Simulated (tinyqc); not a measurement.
Frequency dispersion of an accumulation capacitance by border traps, distributed model: two steps of the calculation.

Traps spread evenly through the insulator exchange electrons with the semiconductor by tunnelling, with tau(x) = t0 exp(2 ka x) at depth x from the interface. The admittance per area Y seen at depth x obeys dY/dx = -Y^2/(i w eps0 eox) + q Nb ln(1 + i w tau)/tau, with Y(0) = i w Cs and w = 2 pi f; the gate sees Y(tox) = G + i w C. Working variable y = Y/(i w), in uF/cm^2. Cox = eps0 eox/tox.

Inputs (values chosen for the exercise); permittivity close to that of hafnium oxide:
- eox = 19.2 (relative permittivity of the insulator)
- tox = 7.4 nm (insulator thickness)
- Cs = 3.7 uF/cm^2 (semiconductor capacitance in accumulation)
- Nb = 5.1e18 cm^-3 eV^-1 (density of border traps)
- ka = 5.4 1/nm (decay constant of the wave function in the insulator)
- t0 = 4e-9 s (time constant of a trap at the interface)
- f = 100 Hz (frequency)
- xe = 1.7 nm (depth down to which the steps are taken)

Constants: q = 1.602176634e-19 C, eps0 = 8.8541878128e-14 F/cm where lengths are in cm. Results are converted to the units shown.

Task 1. Midpoint steps through the active depth. In terms of y: dy/dx = -y^2/(eps0 eox) + s(x), s = q Nb ln(1 + z)/z, z = i w tau. 10 midpoint steps of h = xe/10: y_half = y + (h/2) y'(x, y), y(new) = y + h y'(x + h/2, y_half).

Find: x; s; y.

Result 1.

```
point   x (nm)    s (uF/(cm^2 nm))     y (uF/cm^2)
0            0  0.081711+0.000000i  3.7000+0.0000i
1      0.17000  0.081711-0.000001i  3.5815+0.0000i
2      0.34000  0.081711-0.000004i  3.4712+0.0000i
3      0.51000  0.081711-0.000025i  3.3683+0.0000i
4      0.68000  0.081711-0.000159i  3.2720+0.0000i
5      0.85000  0.081695-0.000996i  3.1819-0.0001i
6       1.0200  0.081083-0.006175i  3.0973-0.0005i
7       1.1900  0.065138-0.027783i  3.0171-0.0029i
8       1.3600  0.019104-0.024561i  2.9353-0.0081i
9       1.5300  0.003346-0.007865i  2.8530-0.0101i
10      1.7000  0.000541-0.001888i  2.7741-0.0101i
```

Task 2. Capacitance and conductance at the gate. Beyond xe the traps are ignored, so 1/y(tox) = 1/y(xe) + (tox - xe)/(eps0 eox); C = Re y, G/w = -Im y, loss tangent G/(w C).

y at xe = 2.7740782-0.0101408i uF/cm^2

Wanted: y at the gate; C; G/w; loss tangent.

Result 2.

y at the gate = 1.4373-0.0027i uF/cm^2
C = 1.4373 uF/cm^2
G/w = 0.0027221 uF/cm^2
loss tangent = 0.0018939

Numbers from tinyqc (`OMP_NUM_THREADS=1 python tinyqc.py 2202047 2202048 out.jsonl`; about 0.4 s on one thread of a shared Intel Xeon 2.30GHz).
